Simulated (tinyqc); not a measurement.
Inside a calculation. Model: Born-Mayer model of an ionic crystal AB. Computed by tinyqc, a small Python program that keeps every step. Command: `OMP_NUM_THREADS=1 python tinyqc.py 3022085 3022086 out.jsonl bornmayer walk`. One thread of a shared host (Intel(R) Xeon(R) Processor @ 2.30GHz), about 0.01 s of CPU time with the checks. Intermediate numbers are printed to about 7 digits and carried at full precision; extremes and crossings named in words are read from the listed rows.

Energies are per ion pair and r is the nearest distance of unlike ions.

Inputs (values chosen for the exercise, for a model salt):
```
quantity                 value      unit
ionic charge z               1         -
unlike repulsion lambda   5410        eV
range rho                0.287  angstrom
pressure P                   0       GPa
```

Structure: rock salt. Short range: nearest neighbours only.

Constants: e^2/(4 pi eps_0) = 14.39964548 eV angstrom; 1 eV/angstrom^3 = 160.2176634 GPa.

## Equilibrium distance at zero pressure

Madelung constant M, unlike neighbours z1, like neighbours z2 at f r, volume per pair: rock salt 1.747565, 6, 12, sqrt2, 2 r^3; caesium chloride 1.762675, 8, 6, 2/sqrt3, 8 r^3/(3 sqrt3); zinc blende 1.638055, 4, 12, sqrt(8/3), 16 r^3/(3 sqrt3). U(r) = -M z^2 e^2/(4 pi eps_0 r) + z1 lambda exp(-r/rho). Newton steps on g(r) = U'(r), from r = 9 rho: r(new) = r - U'(r)/U''(r), with the move limited to 0.3 angstrom. Where U'' is negative, move 0.3 angstrom downhill. Stop when |U'| is below 1e-9.

Newton steps:
```
step  r (angstrom)  U' (eV/angstrom)  U'' (eV/angstrom^2)
1         2.583000     -1.018608e+01             45.71298
2         2.805827     -3.224984e+00             20.09580
3         2.966307     -8.111119e-01             10.86276
4         3.040976     -1.088751e-01              8.07117
5         3.054466     -2.917887e-03              7.64203
6         3.054848     -2.262036e-06              7.63019
7         3.054848     -1.360245e-12              7.63018
```

equilibrium distance r0 = 3.054848 angstrom

## Terms of the lattice energy

The formulas are those given above.

terms (eV): Coulomb -8.237502, unlike repulsion 0.773905

lattice energy U = -7.463597 eV per pair

The short-range terms together cancel 9.4 % of the Coulomb energy, which is rho/r0 = 0.0939: U = -(M z^2 e^2/(4 pi eps_0 r0))(1 - rho/r0).

## Bulk modulus

B = U''(r0)/(9 c r0), with the volume written as c r^3.

U''(r0) = 7.630177 eV/angstrom^2

bulk modulus B = 22.23222 GPa

## Under pressure

With the volume written as c r^3, under pressure take the root at the minimum of the enthalpy and solve U'(r) + 3 c r^2 P = 0; H = U + P V; B = (U'' - 2 U'/r)/(9 c r).

distance at P = 3.054848 angstrom

volume at P = 57.01627 angstrom^3

enthalpy at P = -7.463597 eV per pair

bulk modulus at P = 22.23222 GPa

P is zero, so these repeat the values above.

## Three structures under pressure

The formulas are those given above.

Enthalpy (eV per pair):
```
P (GPa)  rock salt  caesium chloride  zinc blende
0         -7.46360          -7.31708     -7.25326
2         -6.77921          -6.73430     -6.33437
5         -5.82781          -5.91617     -5.08661
10        -4.36998          -4.65181     -3.20982
20        -1.74341          -2.35423      0.11367
40         2.86829           1.71534      5.85154
70         8.91635           7.09425     13.26840
100       14.34946          11.95388     19.86261
```

volumes at zero pressure (angstrom^3): rock salt 57.01627, caesium chloride 48.26449, zinc blende 77.75966

At zero pressure the order is rock salt < caesium chloride < zinc blende. Between 2 and 5 GPa the lowest enthalpy passes from rock salt to caesium chloride. Pressure favours the denser structure, through P V. The Madelung constants, the number of repulsive contacts and the volumes (57.0, 48.3, 77.8 angstrom^3 at P = 0) all matter. Caution: rigid ions with fixed charges leave out polarisation and covalency, so such models often misplace transition pressures.

Checks made by the program: Madelung constant against an Ewald sum (relative difference 2e-07); Newton against bracketing (relative difference below 1e-10).
